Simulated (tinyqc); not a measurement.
Kinetics of strain relaxation and threading dislocations in mismatched semiconductor layers: one step, computed by the program tinyqc. Command: `OMP_NUM_THREADS=1 python tinyqc.py 3012646 3012647 out.jsonl threading walk`. One thread of a shared host (Intel(R) Xeon(R) Processor @ 2.30GHz), about 0.01 s of CPU time with the checks.

60-degree dislocations on {111} planes of a (001) layer, isotropic elasticity. The Schmid factor is 1/sqrt(6), and a misfit segment relieves strain with b/2.

Task: Graded buffer. In steady grading, strain is fed at R_f R_g and relieved at (b/4) rho v. As a glide-limited estimate, the driving stress is taken as the mean stress of the strained top zone, whose depth z solves R_f z/2 = e_eq(z), with strain R_f z at the surface; tau_g = S R_f z/2 is its mean; then rho = 4 R_f R_g/(b m tau_g), m = v0 exp(-Q/(k_B T_g)), S = (1/sqrt 6) 2 G (1 + nu)/(1 - nu), e_eq(z) = b (1 - nu/4) [ln(z/b) + 1]/(4 pi (1 + nu) z).

Inputs (values chosen for the exercise, modelled on Si(0.7)Ge(0.3) on Si):
```
quantity                                  value          unit
misfit f                                 0.0126             -
shear modulus G                            62.1           GPa
Poisson ratio nu                           0.27             -
Burgers vector b                           3.89      angstrom
glide activation energy Q                  1.97            eV
velocity prefactor v0                     29000   m/s per MPa
grading rate (misfit per thickness) R_f  0.0073  1/micrometre
growth temperature of the buffer T_g       1014             K
growth rate R_g                             0.3          nm/s
```

Constants: k_B = 8.617333262e-05 eV/K.

Give: depth z of the strained zone; stress tau_g; thread density of the buffer; buffer thickness f/R_f.

Result:

depth z of the strained zone = 213.31 nm

stress tau_g = 68.680 MPa

thread density of the buffer = 6992.1 1/cm^2

buffer thickness f/R_f = 1.7260 micrometre

Raising T_g by 50 K would lower this density by a factor 2.9: fast glide lets few threads do the work. Caution: real buffers seldom go below 1e5 /cm^2, as pile-ups and nucleation take over; this value is a lower bound.
